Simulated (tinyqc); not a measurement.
# p-n diode with diffusion and depletion-layer recombination: effects of single changes

Abrupt junction in the depletion approximation, low injection, full ionisation, neutral widths fixed, ohmic contact on the p side. Vj is the junction voltage; where a series resistance Rs is given, V = Vj + J Rs is the terminal voltage.

Inputs (values chosen for the exercise); band and dielectric values close to those of indium phosphide: temperature T = 293 K; band gap Eg = 1.32 eV; relative permittivity eps_r = 12.4; conduction-band density of states at T Nc = 5.57e17 cm^-3; valence-band density of states at T Nv = 1.08e19 cm^-3; acceptor density Na = 5.8e17 cm^-3; donor density Nd = 9.1e15 cm^-3; electron mobility in the p side mun = 1400 cm^2/(V s); hole mobility in the n side mup = 190 cm^2/(V s); electron lifetime tn = 2e-6 s; hole lifetime tp = 4e-9 s; neutral width of the p side wp = 0.67 um; neutral width of the n side wn = 3.4 um; recombination velocity at the n contact Sp = 1e7 cm/s; series resistance Rs = 0.034 ohm cm^2; trap level above the intrinsic level Et = 0 eV; junction voltage at which recombination is evaluated Vj = 0.57 V.

Constants: q = 1.602176634e-19 C, kB = 1.380649e-23 J/K, Vt = kB T/q, eps0 = 8.8541878128e-14 F/cm where lengths are in cm. Results are converted to the units shown.

Each table varies one quantity; the others keep the values above.

## Currents and ideality against junction voltage

ni = sqrt(Nc Nv) exp(-Eg/(2 Vt)), Eg in volts; D = mu Vt; Ln = sqrt(Dn tn), Lp = sqrt(Dp tp); J0n = q ni^2 Dn coth(wp/Ln)/(Ln Na); J0p = (q ni^2 Dp/(Lp Nd)) (s + tanh(wn/Lp))/(1 + s tanh(wn/Lp)), s = Sp Lp/Dp. J_diff = (J0n + J0p)(exp(Vj/Vt) - 1). Vbi = Vt ln(Na Nd/ni^2), W = sqrt(2 eps0 eps_r (Vbi - Vj)(1/Na + 1/Nd)/q), xp = W Nd/(Na + Nd), xn = W Na/(Na + Nd); u(x) = q Na (x + xp)^2/(2 eps0 eps_r) for x < 0 and Vbi - Vj - q Nd (xn - x)^2/(2 eps0 eps_r) for x > 0; p = Na exp(-u/Vt), n = Nd exp((u - Vbi + Vj)/Vt); U = ni^2 (exp(Vj/Vt) - 1)/(tp (n + ni exp(Et/Vt)) + tn (p + ni exp(-Et/Vt))); J_scr = q times the integral of U from -xp to xn. J = J_diff + J_scr. Ideality = (1/Vt) dVj/d ln J or (1/Vt) dV/d ln J; last column ni^2 exp(Vj/Vt)/N^2.

Results:
columns A: Vj (V); B: J_diff (A/cm^2); C: J_scr (A/cm^2); D: J (A/cm^2); E: V (V); F: ideality against Vj; G: ideality against V; H: minority/doping, lighter side
```
A             B         C         D       E      F      G          H
0.29  8.831e-12  8.494e-9  8.503e-9  0.2900  1.874  1.874  1.395e-13
0.37  2.099e-10  4.547e-8  4.567e-8  0.3700  1.886  1.886  3.316e-12
0.46   7.415e-9  3.006e-7  3.080e-7  0.4600  1.839  1.839  1.171e-10
0.55   2.619e-7  2.040e-6  2.302e-6  0.5500  1.681  1.681   4.137e-9
0.64   9.252e-6  1.456e-5  2.381e-5  0.6400  1.366  1.366   1.461e-7
0.73   3.268e-4  1.130e-4  4.398e-4  0.7300  1.118  1.119   5.162e-6
0.9      0.2744  0.003197    0.2776  0.9094  1.009  1.383   0.004335
0.99      9.693  0.003952     9.697   1.320  1.000  14.06     0.1531
```

Estimate the missing row, Vj = 0.81 V.

Computed row:
columns A: Vj (V); B: J_diff (A/cm^2); C: J_scr (A/cm^2); D: J (A/cm^2); E: V (V); F: ideality against Vj; G: ideality against V; H: minority/doping, lighter side
```
A            B         C         D       E      F      G         H
0.81  0.007768  7.311e-4  0.008499  0.8103  1.038  1.050  1.227e-4
```

With this row back in the table: The ideality against Vj goes from 1.87 through a maximum of 1.89 (at Vj = 0.37 V among the rows listed) to 1.00. Diffusion overtakes recombination in the layer between Vj = 0.64 and 0.73 V. J_scr alone has an ideality of 1.89 between the first two rows and 16.8 between the last two. From Vj = 0.9 V the series resistance raises the terminal ideality by over a tenth; there J Rs = 0.37 Vt. Rows from Vj = 0.99 V on lie beyond low injection.

## Effect of the donor density

Same model as above.

J = J_diff + J_scr.

The same in every row: J0n (A/cm^2) = 1.730e-17; wn/Lp = 2.454.

Effect of the donor density:
```
Nd (cm^-3)  J0p (A/cm^2)  J_diff (A/cm^2)  J_scr (A/cm^2)  J_scr/J (%)
1e15           6.684e-16         4.370e-6        1.227e-5        73.73
2.2e15         3.038e-16         2.046e-6        7.433e-6        78.41
4.8e15         1.392e-16         9.977e-7        4.604e-6        82.19
1.1e16         6.076e-17         4.975e-7        2.807e-6        84.95
2.3e16         2.906e-17         2.955e-7        1.826e-6        86.07
5.1e16         1.311e-17         1.938e-7        1.157e-6        85.65
1.1e17         6.076e-18         1.490e-7        7.491e-7        83.41
```

As Nd goes from 1e15 to 1.1e17, J0p falls from 6.68e-16 to 6.08e-18 A/cm^2, J_scr falls from 1.23e-5 to 7.49e-7 A/cm^2 and its share goes from 73.7 through a maximum of 86.1 (at Nd = 2.3e16 among the rows listed) to 83.4 %. J0p goes as Nd^(-1.00) at the start and Nd^(-1.00) at the end.

Numbers from tinyqc (`OMP_NUM_THREADS=1 python tinyqc.py 2260019 2260020 out.jsonl`; about 0.01 s on one thread of a shared Intel Xeon 2.30GHz).
